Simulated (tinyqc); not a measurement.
Inside a calculation: six-band Luttinger-Kohn model with strain. Values are carried at full precision from step to step, so a last printed digit may differ when a step is redone from the rounded ones.

Constants: hbar^2/2m0 = 3.80998211 eV angstrom^2.

Values chosen for the exercise (near those of Ge; the results hold for these values, not for the real material):

| symbol | value | unit | meaning |
|---|---|---|---|
| C11 | 130.5 | GPa |  |
| C12 | 46.5 | GPa |  |
| C44 | 68.7 | GPa |  |
| load | uniaxial [100] |  | kind of stress |
| X | -1.73 | GPa | stress |
| Dso | 0.304 | eV | spin-orbit splitting |
| g1 | 13.29 |  | Luttinger gamma1 |
| g2 | 4.18 |  | gamma2 |
| g3 | 5.65 |  | gamma3 |
| av | 1.29 | eV | valence hydrostatic potential |
| b | -2.49 | eV | tetragonal shear potential |
| d | -5.38 | eV | trigonal shear potential |
| k | (0.046, 0.043, 0.044) | 1/angstrom | wave vector |
| kmax | 0.05 | 1/angstrom | end of the path |

## Strain from a uniaxial [100] stress

s11 = (C11 + C12)/((C11 - C12)(C11 + 2 C12)), s12 = -C12/((C11 - C12)(C11 + 2 C12)), s44 = 1/C44; exx = s11 sxx + s12 (syy + szz) and cyclic, exy = s44 sxy/2; tension is positive. A uniaxial stress X along the unit vector n is s_ij = X n_i n_j.

s11, s12, s44 (1/TPa): 9.4279  -2.4768  14.5560

strain tensor:
```
           x         y         z
x  -0.016310  0.000000  0.000000
y   0.000000  0.004285  0.000000
z   0.000000  0.000000  0.004285
```

The volume changes by -0.774 %; there is no shear in the cubic axes, so d does not enter.

## The terms P, Q, R, S at one k

P = c g1 k^2 - av tr(e); Q = c g2 (kx^2 + ky^2 - 2 kz^2) - (b/2)(exx + eyy - 2 ezz); R = c sqrt3 [-g2 (kx^2 - ky^2) + 2i g3 kx ky] + (sqrt3/2) b (exx - eyy) - i d exy; S = 2 c sqrt3 g3 (kx - i ky) kz - d (exz - i eyz); c = hbar^2/2m0, e the strain tensor (not engineering shear).

Form the four terms.

Terms (eV):

| term | from k | from strain |
|---|---|---|
| P | 0.29880 | 0.00999 |
| Q | 0.00148 | -0.02564 |
| R | -0.00736+0.14750i | 0.04441 |
| S | 0.15093-0.14109i | 0.00000 |

## The Hamiltonian

Six-band Luttinger-Kohn model in the basis |3/2,3/2>, |3/2,1/2>, |3/2,-1/2>, |3/2,-3/2>, |1/2,1/2>, |1/2,-1/2>, electron energies, zero at the top of the unstrained valence band. H = -[rows: (P+Q, -S, R, 0, -S/r2, r2 R); (-S*, P-Q, 0, R, -r2 Q, r32 S); (R*, 0, P-Q, S, r32 S*, r2 Q); (0, R*, S*, P+Q, -r2 R*, -S*/r2); (-S*/r2, -r2 Q, r32 S, -r2 R, P+Dso, 0); (r2 R*, r32 S*, r2 Q, -S/r2, 0, P+Dso)], r2 = sqrt(2), r32 = sqrt(3/2). Levels are twofold.

Each term is the sum of its two parts.

H(k) (eV), lower triangle (Hermitian):
```
                  3/2,3/2          3/2,1/2         3/2,-1/2        3/2,-3/2  1/2,1/2  1/2,-1/2
3/2,3/2           -0.2846
3/2,1/2    0.1509+0.1411i          -0.3329
3/2,-1/2  -0.0370+0.1475i                0          -0.3329
3/2,-3/2                0  -0.0370+0.1475i  -0.1509-0.1411i         -0.2846
1/2,1/2    0.1067+0.0998i          -0.0342  -0.1848+0.1728i  0.0524+0.2086i  -0.6128
1/2,-1/2  -0.0524+0.2086i  -0.1848-0.1728i           0.0342  0.1067-0.0998i        0   -0.6128
```

## Levels and their make-up

Diagonalise H. The weights add +m and -m and are averaged over each pair; m is taken along z.

levels from the top, each twofold (eV): -0.0374  -0.2418  -0.9512

weights:
```
               top  second  third
|3/2,+-3/2>  0.561   0.216  0.222
|3/2,+-1/2>  0.400   0.357  0.244
|1/2,+-1/2>  0.039   0.427  0.534
```

The top pair is 56 % |3/2,+-3/2>, the second pair is 43 % |1/2,+-1/2> and the third pair is 53 % |1/2,+-1/2>.

## Band edges at k = 0
Diagonalise H at k = 0. The weights add +m and -m (m along z) and are averaged over each pair.

edges from the top (eV): 0.0555  -0.0613  -0.3282

weights at k = 0:
```
               top  second  third
|3/2,+-3/2>  0.722   0.250  0.028
|3/2,+-1/2>  0.241   0.750  0.009
|1/2,+-1/2>  0.037   0.000  0.963
```

The stress splits the top two pairs by 116.8 meV, 4.52 times kT at 300 K (25.85 meV); the third lies 383.8 meV below the top, against Dso = 304 meV without stress.

## Polarisation of the edge transitions

In the basis X, Y, Z times spin, H(k = 0) has -Dso/3 + l exx + m (eyy + ezz) on the diagonal (cyclic) and n exy off it, l = av + 2 b, m = av - b, n = sqrt(3) d. Spin-orbit term (Dso/3) L.sigma on X, Y, Z with (L_k)_ij = -i epsilon_kij: <X+|H|Y+> = -i Dso/3, <X+|H|Z-> = Dso/3, <Y+|H|Z-> = -i Dso/3, <Z+|H|X-> = -Dso/3, <Z+|H|Y-> = i Dso/3, <X-|H|Y-> = i Dso/3, and their conjugates; + and - are the spin along z. The strength of a transition to an s-like conduction level for light polarised along the unit vector u is the weight of the orbital ux X + uy Y + uz Z in the valence state, summed over spin and averaged over the pair.

strain block of X, Y, Z (eV), lower triangle:
```
         X         Y         Z
X  0.09258
Y        0  -0.06127
Z        0         0  -0.06127
```

Relative strengths:

| polarisation | top | second | third |
|---|---|---|---|
| [100] | 0.832 | 0.000 | 0.168 |
| [010] | 0.084 | 0.500 | 0.416 |
| [001] | 0.084 | 0.500 | 0.416 |
| [110] | 0.458 | 0.250 | 0.292 |
| [1-10] | 0.458 | 0.250 | 0.292 |
| [111] | 0.333 | 0.333 | 0.333 |

The top pair is strongest for light along [100] (0.832) and weakest along [010] and [001] (0.084); without strain every direction has 1/3 on average over the fourfold top. For each polarisation the three pairs add up to 1.

## Hole masses at the edges

Curvature at k = 0: m/m0 = -2 c h^2/(E(h u) + E(-h u) - 2 E(0)) with h = 0.0002 1/angstrom along the unit vector u.

Hole masses (m0):

| direction | top | second | third |
|---|---|---|---|
| [110] | 0.061 | 0.089 | 0.082 |
| [1-10] | 0.061 | 0.089 | 0.082 |
| [100] | 0.039 | 0.203 | 0.110 |
| [001] | 0.142 | 0.057 | 0.065 |

Of the directions listed, the top pair is lightest along [100] (0.039) and heaviest along [001] (0.142). These masses hold only for hole energies well below the splitting of 117 meV.

## Bands along [110] and [001]

Six points from 0 to kmax in each direction.

Levels (eV):

| direction | \|k\| (1/angstrom) | top | second | third | top, no stress | second, no stress |
|---|---|---|---|---|---|---|
| [110] | 0.000 | 0.0555 | -0.0613 | -0.3282 | 0.0000 | 0.0000 |
| [110] | 0.010 | 0.0495 | -0.0657 | -0.3330 | -0.0010 | -0.0090 |
| [110] | 0.020 | 0.0339 | -0.0802 | -0.3484 | -0.0040 | -0.0347 |
| [110] | 0.030 | 0.0151 | -0.1077 | -0.3781 | -0.0088 | -0.0728 |
| [110] | 0.040 | -0.0012 | -0.1465 | -0.4293 | -0.0153 | -0.1159 |
| [110] | 0.050 | -0.0142 | -0.1890 | -0.5105 | -0.0231 | -0.1566 |
| [001] | 0.000 | 0.0555 | -0.0613 | -0.3282 | 0.0000 | 0.0000 |
| [001] | 0.010 | 0.0529 | -0.0679 | -0.3342 | -0.0019 | -0.0082 |
| [001] | 0.020 | 0.0454 | -0.0872 | -0.3529 | -0.0075 | -0.0319 |
| [001] | 0.030 | 0.0338 | -0.1169 | -0.3875 | -0.0169 | -0.0684 |
| [001] | 0.040 | 0.0186 | -0.1531 | -0.4426 | -0.0301 | -0.1129 |
| [001] | 0.050 | 0.0001 | -0.1912 | -0.5227 | -0.0470 | -0.1594 |

## Checks

- Levels against the same model in the basis X, Y, Z times spin: they agree to 1e-10 or better.

Computed by tinyqc, a small Python program: `OMP_NUM_THREADS=1 python tinyqc.py 1080999 1081000 out.jsonl` (the numbers bound the seed that draws the inputs); one thread of a shared host (Intel(R) Xeon(R) Processor @ 2.30GHz), about 0.04 s for the whole set of steps.
